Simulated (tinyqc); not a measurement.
# Metal gate on a two-layer dielectric stack with fixed charge and a dipole: what changes with what

Gate, layer 2, layer 1, p-type semiconductor; x runs from the gate inwards. Charges are counted in units of +q. psi is the band bending at the surface, positive towards inversion. Classical charge, Boltzmann statistics, no interface traps.

Parameters, values chosen for the exercise; band and dielectric values close to those of In0.53Ga0.47As, layer 1 close to aluminium oxide, layer 2 close to hafnium oxide:
```
symbol,value,unit,meaning
T,300,K,temperature
Eg,0.738,eV,band gap
eps_r,14.2,,relative permittivity
Nc,2.09e17,cm^-3,conduction-band density of states at T
Nv,7.63e18,cm^-3,valence-band density of states at T
chi,4.54,eV,electron affinity
Na,1.7e18,cm^-3,acceptor density
pM,4.5,eV,work function of the gate metal
t1,0.9,nm,"thickness of layer 1, next to the semiconductor"
e1,9.28,,relative permittivity of layer 1
t2,4.3,nm,"thickness of layer 2, next to the gate"
e2,21.3,,relative permittivity of layer 2
Q1,5.3e10,cm^-2,fixed charge at the semiconductor interface
Q2,3.8e11,cm^-2,fixed charge between the layers
r1,4.2e18,cm^-3,uniform charge density in layer 1
r2,8.7e17,cm^-3,uniform charge density in layer 2
Vd,0,V,flat-band shift by a dipole layer between the layers
```

Constants: q = 1.602176634e-19 C, kB = 1.380649e-23 J/K, Vt = kB T/q, eps0 = 8.8541878128e-14 F/cm where lengths are in cm. Results are converted to the units shown.

Each table varies one quantity; the others keep the values above.

## Flat band against the thickness t2

EOT = 3.9 (t1/e1 + t2/e2), Cox = eps0/(t1/e1 + t2/e2); phi_ms = pM - (chi + Eg - Vt ln(Nv/Na)). Vfb = phi_ms + Vd - (q/eps0) [Q1 (t1/e1 + t2/e2) + Q2 t2/e2 + r1 (t1^2/(2 e1) + t1 t2/e2) + r2 t2^2/(2 e2)]: each charge counts with its electrical distance from the gate. ni = sqrt(Nc Nv) exp(-Eg/(2 Vt)), Eg in volts, pB = Vt ln(Na/ni), Vth = Vfb + 2 pB + sqrt(4 q eps0 eps_r Na pB)/Cox.

Flat band against the thickness t2:
```
t2 (nm)  EOT (nm)   Vfb (V)  Vth (V)
1         0.56133  -0.75069  0.11945
2         0.74443  -0.75869  0.14954
3         0.92753  -0.76743  0.17889
4          1.1106  -0.77690  0.20750
5          1.2937  -0.78712  0.23537
6          1.4768  -0.79807  0.26251
7          1.6599  -0.80977  0.28890
8          1.8430  -0.82220  0.31456
```

What does the comparison show?

Vfb falls from -0.751 to -0.822 V and Vth rises from 0.119 to 0.315 V. The slope dVfb/dEOT is -43.7 mV/nm between the first two rows and -67.9 between the last two: the charge inside the growing layer bends the line. A line through the end rows meets EOT = 0 at -0.719 V, against phi_ms + Vd = -0.739 V; an effective work function read from it is off by 19.8 mV from pM. In every row Na exceeds a tenth of Nv, where Boltzmann statistics begin to fail.

## Threshold against doping

Same model as above.

Result of one run:
```
Na (cm^-3)  phi_ms (V)  2 pB (V)  Qd/Cox (V)   Vth (V)
1.4e15        -0.55559   0.38617   0.0049815  -0.20514
```

What becomes of these results when the acceptor density Na is changed from 1.4e15 to 1.8e16 cm^-3, all else the same?

Result of the changed run:
```
Na (cm^-3)  phi_ms (V)  2 pB (V)  Qd/Cox (V)   Vth (V)
1.8e16        -0.62161   0.51822    0.020692  -0.12340
```

The whole series:
```
Na (cm^-3)  phi_ms (V)  2 pB (V)  Qd/Cox (V)    Vth (V)
1.4e15        -0.55559   0.38617   0.0049815   -0.20514
3.2e15        -0.57696   0.42892   0.0079373   -0.18081
7.6e15        -0.59932   0.47364    0.012854   -0.15353
1.8e16        -0.62161   0.51822    0.020692   -0.12340
4.2e16        -0.64351   0.56203    0.032916  -0.089273
1e17          -0.66594   0.60688    0.052779  -0.046984
2.4e17        -0.68857   0.65215    0.084759  0.0076291
5.6e17        -0.71048   0.69596     0.13375   0.078524
```

Vth rises from -0.205 to 0.0785 V. Of the change, phi_ms + 2 pB gives 155 mV (Vt ln 10 a decade) and the depletion charge 129 mV, growing as Na^(0.55).

Program tinyqc, `OMP_NUM_THREADS=1 python tinyqc.py 2010072 2010073 out.jsonl`; Intel Xeon 2.30GHz, shared host, one thread, about 0.01 s.
